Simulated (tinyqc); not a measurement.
Strained alloy layer of GaSb and GaAs on (001) InP, model-solid band line-up: one step of the calculation.

The layer is x parts of the first compound and 1 - x of the second, grown coherently on the third as substrate and barrier. Rows of the table: lattice constant a, average valence level Ea on an absolute scale, spin-orbit splitting so, gaps at Gamma, X and L, hydrostatic deformation potentials av and ac (Gamma), shear potential b, elastic constants, electron and heavy-hole (along z) masses. All are interpolated linearly in x; gaps get -C x (1 - x), taken wholly in the conduction band; real line-ups can differ from this model by 0.1 eV or more.

Problem. Band edges and offsets. In-plane strain e = (a_substrate - a)/a, e_z = -2 (c12/c11) e, volume change 2 e + e_z. With v = 2 e + e_z and d = 2 b (e_z - e): Eav = Ea + av v; E_hh = Eav + so/3 - d/2; E_lh = Eav - so/6 + d/4 + sqrt(so^2 + so d + 9 d^2/4)/2; E_c = Ea + so/3 + EG + ac v (Gamma). Substrate: E_v = Ea + so/3, E_c = E_v + EG. Well depths: dEc = E_c(substrate) - E_c, dEhh = E_hh - E_v(substrate), dElh likewise; strained Gamma gap E_c - max(E_hh, E_lh); positive values confine carriers in the layer.

Parameters, values chosen for the exercise:
```
symbol,value,unit,meaning
x,0.48,,fraction of the first compound in the layer
CG,1.43,eV,bowing of the Gamma gap
CX,1.2,eV,bowing of the X gap
CL,1.2,eV,bowing of the L gap
```

Binary compounds, values chosen for the exercise:
```
	close to GaSb	close to GaAs	close to InP
a (angstrom)	6.096	5.653	5.869
Ea (eV)	-6.25	-6.92	-7.04
so (eV)	0.756	0.342	0.109
EG (eV)	0.722	1.41	1.35
EX (eV)	1.03	1.93	2.17
EL (eV)	0.806	1.69	1.91
av (eV)	0.8	1.15	1.26
ac (eV)	-6.8	-7.2	-4.99
b (eV)	-1.99	-1.7	-1.71
c11 (GPa)	88.6	118	100
c12 (GPa)	40.5	53.9	56.1
me (m0)	0.0386	0.0677	0.0796
mh (m0)	0.253	0.35	0.535
```

Find: d; E_hh; E_lh; E_c; strained Gamma gap; dEc; dEhh; dElh.

Solution.

d = 0.004033 eV
E_hh = -6.420 eV
E_lh = -6.416 eV
E_c = -5.700 eV
strained Gamma gap = 0.7158 eV
dEc = 0.04602 eV
dEhh = 0.5841 eV
dElh = 0.5881 eV

The light-hole band lies on top, by 4.05 meV. At Gamma the line-up is type I, both carriers held in the layer.

tinyqc, about 0.01 s, one thread, Intel Xeon 2.30GHz (shared host): `OMP_NUM_THREADS=1 python tinyqc.py 2690124 2690125 out.jsonl`
